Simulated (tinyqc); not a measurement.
# Worked calculation: MOS inversion layer, Poisson-Schroedinger loop

Numbers from tinyqc (`OMP_NUM_THREADS=1 python tinyqc.py 2160107 2160108 out.jsonl`; about 0.7 s on one thread of a shared Intel Xeon 2.30GHz). Printed values are rounded.

Electrons confined at an insulator interface at z = 0, treated as a hard wall; parabolic valleys, Hartree approximation, no image or exchange terms. The depletion charge lies far deeper than the electrons and gives a uniform field q Nd/(eps0 eps_r); the gate balances all charge. Energies are counted from the band edge at the interface.

Parameters, values chosen for the exercise; masses and permittivity close to those of silicon (111): temperature T = 300 K; relative permittivity eps_r = 11.5; mass along z of valley set A (6 valley(s)) mz1 = 0.253 m0; in-plane density-of-states mass of set A md1 = 0.363 m0; sheet density of electrons Ns = 4.1e12 cm^-2; sheet density of depletion charge Nd = 3.2e11 cm^-2; mesh step hz = 0.81 nm; mixing factor a = 1.

Constants: q = 1.602176634e-19 C, kB = 1.380649e-23 J/K, hbar = 1.054571817e-34 J s, m0 = 9.1093837015e-31 kg, Vt = kB T/q, eps0 = 8.8541878128e-14 F/cm where lengths are in cm, hbar^2/(2 m0) = 0.0380998212 eV nm^2. Results are converted to the units shown.

## Fixed part of the potential

```
node,z (nm)
1,0.81
2,1.62
3,2.43
4,3.24
5,4.05
6,4.86
7,5.67
8,6.48
9,7.29
10,8.1
11,8.91
12,9.72
13,10.53
14,11.34
15,12.15
16,12.96
17,13.77
18,14.58
19,15.39
```

V0 = q Nd z/(eps0 eps_r) in eV.

```
node,fixed potential V0 (eV)
1,0.0040785
2,0.0081570
3,0.0122355
4,0.0163139
5,0.0203924
6,0.0244709
7,0.0285494
8,0.0326279
9,0.0367064
10,0.0407848
11,0.0448633
12,0.0489418
13,0.0530203
14,0.0570988
15,0.0611773
16,0.0652558
17,0.0693342
18,0.0734127
19,0.0774912
```

## Round 1: levels and probability densities

```
node,self-consistent potential U at the start (eV)
1,0
2,0
3,0
4,0
5,0
6,0
7,0
8,0
9,0
10,0
11,0
12,0
13,0
14,0
15,0
16,0
17,0
18,0
19,0
```

Tridiagonal Hamiltonian with psi = 0 one step beyond both ends: H_ii = C (1/m_(i-1/2) + 1/m_(i+1/2))/hz^2 + V0_i + U_i, H_(i,i+1) = -C/(m_(i+1/2) hz^2), C = hbar^2/(2 m0). The lowest 2 level(s) are kept, normalised to hz sum |psi|^2 = 1. The mass is the same on all intervals.

levels (eV): A1 0.0364534, A2 0.0642843

```
node,|psi|^2 of A1 (1/nm),|psi|^2 of A2 (1/nm)
1,0.021386,0.022944
2,0.073904,0.069282
3,0.132461,0.096466
4,0.174431,0.082676
5,0.188964,0.041773
6,0.177521,0.006749
7,0.148973,0.002952
8,0.113782,0.033254
9,0.080112,0.081356
10,0.052476,0.125198
11,0.032197,0.149158
12,0.018596,0.148925
13,0.010145,0.129464
14,0.005234,0.099891
15,0.002548,0.068857
16,0.001159,0.042109
17,0.000479,0.022163
18,0.000165,0.009180
19,0.000035,0.002169
```

## Round 1: Fermi level and occupations

Level k holds N_k = D_k Vt ln(1 + exp((EF - E_k)/Vt)) with D = 6 md1 m0 q/(pi hbar^2) per eV (spin included); EF is fixed by sum N_k = Ns.

EF = -0.0148887 eV
N_k (cm^-2): A1 3.02492e12, A2 1.07508e12

## Round 1: density, output potential and mixing

n_i = sum_k N_k |psi_k|^2 (converted to cm^-3). Hartree part by Gauss: on the interval before node i the electrons still beyond are S_i = Ns - hz sum_(j<i) n_j, and U_i = U_(i-1) + q S_i hz/(eps0 eps_r) in eV, U_0 = 0 at the interface. Mixing: U(new) = U + a (U(out) - U).

```
node,n (1e18 cm^-3),U(out) (eV),U after round 1 (eV)
1,0.89358,0.052256,0.052256
2,2.98038,0.103589,0.103589
3,5.04393,0.151845,0.151845
4,6.16522,0.194894,0.194894
5,6.16511,0.231578,0.231578
6,5.44244,0.261898,0.261898
7,4.53806,0.286599,0.286599
8,3.79933,0.306615,0.306615
9,3.29796,0.322709,0.322709
10,2.93333,0.335398,0.335398
11,2.57750,0.345059,0.345059
12,2.16359,0.352059,0.352059
13,1.69871,0.356825,0.356825
14,1.23223,0.359837,0.359837
15,0.81733,0.361578,0.361578
16,0.48776,0.362475,0.362475
17,0.25275,0.362868,0.362868
18,0.10370,0.363000,0.363000
19,0.02437,0.363025,0.363025
```

## Course of the self-consistent loop

Start from U = 0. Stop when the largest |U(out) - U| is below 1e-7 eV, or after 120 rounds.

Course of the iteration:
```
round,level A1 (eV),EF (eV),largest |U(out) - U| (eV)
1,0.0364534,-0.0148887,0.363
2,0.201984,0.158843,0.229
3,0.160360,0.110078,0.156
4,0.194357,0.150844,0.144
5,0.166792,0.117379,0.121
6,0.191644,0.147892,0.115
7,0.169375,0.120466,0.104
8,0.190228,0.146317,0.100
9,0.170787,0.122197,0.0932
...,...,...,...
112,0.186581,0.142120,0.0614
113,0.174598,0.127006,0.0614
114,0.186580,0.142120,0.0614
115,0.174599,0.127006,0.0614
116,0.186580,0.142120,0.0614
117,0.174599,0.127006,0.0614
118,0.186580,0.142120,0.0614
119,0.174599,0.127007,0.0614
120,0.186580,0.142119,0.0614
```

Not converged within 120 rounds: the residual has levelled off at one value. The lowest level moves up and down in turn: each round overcorrects the one before. Reruns converge within the same cap with Anderson mixing of depth 4 with a = 0.5 (12 rounds) and with plain mixing with a = 0.5 (21 rounds).

## Closed-form estimates

Triangular well: E_k = a_k (C F^2/mz)^(1/3), a_1 = 2.338107, a_2 = 4.087949, C = hbar^2/(2 m0), F in eV/nm. Fang-Howard (all electrons in the lowest level of set A): b^3 = 6 (mz1/C) q (Nd + 11 Ns/32)/(eps0 eps_r), centroid 3/b, level C b^2/(4 mz1) + (3/b) q (Nd + 11 Ns/16)/(eps0 eps_r). Use F = q (Nd + Ns)/(eps0 eps_r), the surface field, and F = q (Nd + Ns/2)/(eps0 eps_r).

A1 with the surface field = 0.210373 eV
A1 with Nd + Ns/2 = 0.138848 eV
A2 with Nd + Ns/2 = 0.242762 eV
b = 1.02731 1/nm
Fang-Howard centroid = 2.92025 nm
Fang-Howard level = 0.183958 eV

Against the self-consistent A1 = 0.1830 eV on a fine mesh, the surface-field estimate is 15 % above it, the half-charge one 24 % below it and Fang-Howard 0.53 % above it. A1 holds 88.1 % of the electrons, and the Fang-Howard centroid is 11 % below the full one.
